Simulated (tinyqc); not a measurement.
Octagonal on-chip spiral inductor, lumped pi model: effect of the metal thickness.

Outer diameter do = di + 2 n wd + 2 (n - 1) sp, mean da = (do + di)/2, fill p = (do - di)/(do + di), length l = 3.314 n da. L = 2.25 mu0 n^2 da/(1 + 3.55 p), mu0 = 4 pi 1e-7 H/m. Rs = rho l/(wd delta (1 - exp(-th/delta))), delta = sqrt(rho/(pi f mu0)). Cs = n wd^2 eps0 eo/hu across the coil. At each end Cox = l wd eps0 eo/(2 ho) leads to the substrate branch Rsi = 2 rs he/(l wd) in parallel with Csi = l wd eps0 11.7/(2 he). With one end grounded Y = 1/(Rs + i w L) + i w Cs + 1/[1/(i w Cox) + 1/(1/Rsi + i w Csi)], w = 2 pi f; Q = -Im Y/Re Y. Eddy currents in neighbouring turns and in the substrate are left out.

Peak Q and its frequency from a search over f; self-resonance where Im Y = 0; Q at the given f (negative beyond resonance).

Values chosen for this exercise; values of the order met in silicon radio-frequency processes: number of turns n = 3.5; line width wd = 10 um; space between turns sp = 2 um; inner diameter di = 100 um; metal resistivity rho = 1.9 uohm cm; oxide below the coil ho = 8 um; oxide between coil and underpass hu = 1 um; relative permittivity of the oxide eo = 3; substrate resistivity rs = 100 ohm cm; effective spreading depth in the substrate he = 30 um; frequency f = 1.8 GHz.

Constants: eps0 = 8.8541878128e-12 F/m. Results are converted to the units shown.

The same in every row: L (nH) = 2.407; do (um) = 180.0.

Result of one run:
```
peak Q  f of the peak (GHz)  self-resonance (GHz)  Q at f
21.26                 7.099                 21.36   13.96
```

Which metal thickness th gave this result: 0.5, 0.9, 6 or 9 um?

th = 9 um.

The whole series:
```
th (um)  peak Q  f of the peak (GHz)  self-resonance (GHz)  Q at f
0.5       11.63                10.05                 21.35   3.747
0.9       15.63                9.150                 21.36   6.003
1.5       18.60                8.338                 21.36   8.485
2         19.80                7.916                 21.36   9.951
3         20.82                7.443                 21.36   11.82
4         21.12                7.234                 21.36   12.82
6         21.25                7.116                 21.36   13.66
9         21.26                7.099                 21.36   13.96
```

As th goes from 0.5 to 9, L stays at 2.41 nH, the peak Q rises from 11.6 to 21.3, its frequency falls from 10.0 to 7.10 GHz and the self-resonance stays near 21.4 GHz. Once th exceeds a few skin depths Rs no longer falls.

Numbers from tinyqc (`OMP_NUM_THREADS=1 python tinyqc.py 2302092 2302093 out.jsonl`; about 0.01 s on one thread of a shared Intel Xeon 2.30GHz).
